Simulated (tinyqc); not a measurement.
## Trap density from one capacitance

Question. Traps spread evenly through the insulator exchange electrons with the semiconductor by tunnelling, with tau(x) = t0 exp(2 ka x) at depth x from the interface. The admittance per area Y seen at depth x obeys dY/dx = -Y^2/(i w eps0 eox) + q Nb ln(1 + i w tau)/tau, with Y(0) = i w Cs and w = 2 pi f; the gate sees Y(tox) = G + i w C. Working variable y = Y/(i w), in uF/cm^2. Cox = eps0 eox/tox. Find Nb and G/w.

Parameters, values chosen for the exercise:
- eox = 8.45 (relative permittivity of the insulator)
- tox = 9.3 nm (insulator thickness)
- Cs = 0.93 uF/cm^2 (semiconductor capacitance in accumulation)
- ka = 4.1 1/nm (decay constant of the wave function in the insulator)
- t0 = 2e-11 s (time constant of a trap at the interface)
- f = 1e5 Hz (frequency)

Constants: q = 1.602176634e-19 C, eps0 = 8.8541878128e-14 F/cm where lengths are in cm. Results are converted to the units shown.

C = 0.46102965 uF/cm^2

Answer. C rises steadily with Nb, so one density matches; in practice ka and t0 must come from the frequency dependence.

Nb = 5.100e18 cm^-3 eV^-1
G/w = 0.004225 uF/cm^2

Numbers from tinyqc (`OMP_NUM_THREADS=1 python tinyqc.py 2202152 2202153 out.jsonl`; about 0.5 s on one thread of a shared Intel Xeon 2.30GHz).
